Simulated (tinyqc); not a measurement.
## p-n heterojunction, non-linear Poisson equation by Newton steps, Fermi-Dirac statistics: starts and damping rules compared

One dimension, material 1 (p-type) at x < 0 and material 2 (n-type) at x > 0. Band edges: Ec = -psi in material 1 and -psi + dEc in material 2, Ev = Ec - Eg. Flat quasi-Fermi levels: 0 for holes, +V for electrons. n = Nc F((EFn - Ec)/Vt), p = Nv F((Ev - EFp)/Vt), with F(eta) = F_1/2(eta) = (2/sqrt(pi)) int_0^infinity sqrt(u) du/(1 + exp(u - eta)) (Fermi-Dirac statistics); full ionisation, no interface charge, classical densities; the doping types are chosen for the exercise.

a_i = eps0 eps_r/h_i for the interval from node i to i + 1, with h_i = x_(i+1) - x_i in cm.

n_i = Nc F(a_n), a_n = (V - Ec_i)/Vt; p_i = Nv F(a_p), a_p = (Ec_i - Eg)/Vt; rho_i = p_i - n_i + C_i with C = -N1 or +N2; g_i = (Nc F'(a_n) + Nv F'(a_p))/Vt with F' = F_-1/2(eta) = (1/sqrt(pi)) int_0^infinity u^(-1/2) du/(1 + exp(u - eta)). Box widths w_i = (h_(i-1) + h_i)/2 in cm. Residual F_i = a_i (psi_(i+1) - psi_i) - a_(i-1) (psi_i - psi_(i-1)) + q rho_i w_i; Jacobian: a_(i-1) and a_i beside the diagonal, b_i = -a_(i-1) - a_i - q g_i w_i on it. The two end nodes are fixed.

Iterations until the largest undamped |d| is below 1e-9 V (the last, tiny step is counted), with a cap of 100; "overflow" would mean that an exponential left the range of double precision. Starts:
- neutral: psi_L on the nodes of material 1 and psi_R on those of material 2.
- smooth: psi_L + (psi_R - psi_L)(1 + tanh(x/s))/2 on the inner nodes with s = 7.1 nm, psi_L and psi_R on the ends.
- linear: A straight line in x from psi_L to psi_R.

Rules for the step d, which solves the tridiagonal system a_(i-1) d_(i-1) + b_i d_i + a_i d_(i+1) = -F_i:
- full Newton steps: the full step is added.
- logarithmic damping: each component d is damped to sign(d) Vt ln(1 + |d|/Vt) before it is added.
- steps capped at 4 Vt: if the largest |d| exceeds 4 Vt, the whole step is scaled down so that it equals 4 Vt.
- halved steps: half of the step is added while the largest |d| exceeds 1.5 Vt, the full step after that.

Values chosen for this exercise; band and dielectric values those of a made-up pair: temperature T = 250 K; band gap of material 1 Eg1 = 1.22 eV; relative permittivity of material 1 er1 = 11.5; conduction-band density of states of material 1 Nc1 = 3.7e17 cm^-3; valence-band density of states of material 1 Nv1 = 6.41e18 cm^-3; band gap of material 2 Eg2 = 0.69 eV; relative permittivity of material 2 er2 = 15.2; conduction-band density of states of material 2 Nc2 = 7.91e18 cm^-3; valence-band density of states of material 2 Nv2 = 4.94e18 cm^-3; conduction-band offset Ec2 - Ec1 dEc = -0.29 eV; acceptor density of material 1 N1 = 1.9e18 cm^-3; donor density of material 2 N2 = 3e18 cm^-3; bias of side 1 against side 2 V = 0 V.

Constants: q = 1.602176634e-19 C, kB = 1.380649e-23 J/K, Vt = kB T/q, eps0 = 8.8541878128e-14 F/cm where lengths are in cm. Results are converted to the units shown.

| node | x (nm) | material |
|---|---|---|
| 0 | -48.6 | 1 |
| 1 | -29 | 1 |
| 2 | -16 | 1 |
| 3 | -7.47 | 1 |
| 4 | -1.85 | 1 |
| 5 | 1.85 | 2 |
| 6 | 6.35 | 2 |
| 7 | 11.8 | 2 |
| 8 | 18.5 | 2 |
| 9 | 26.6 | 2 |
| 10 | 36.5 | 2 |

| interval | eps_r |
|---|---|
| 0 | 11.5 |
| 1 | 11.5 |
| 2 | 11.5 |
| 3 | 11.5 |
| 4 | 13.0936 |
| 5 | 15.2 |
| 6 | 15.2 |
| 7 | 15.2 |
| 8 | 15.2 |
| 9 | 15.2 |

psi_L = -1.19605 V
psi_R = -0.308013 V

Iterations needed:

|  | full Newton steps | logarithmic damping | steps capped at 4 Vt | halved steps |
|---|---|---|---|---|
| neutral | 7 | 15 | 10 | 9 |
| smooth | 5 | 9 | 6 | 7 |
| linear | 10 | 11 | 9 | 11 |

The fewest iterations, 5, are needed by full Newton steps from the smooth start. Every pairing converges. Lowest count for the worst start: steps capped at 4 Vt, at most 10 iterations.

Program tinyqc, `OMP_NUM_THREADS=1 python tinyqc.py 2040134 2040135 out.jsonl`; Intel Xeon 2.30GHz, shared host, one thread, about 0.2 s.
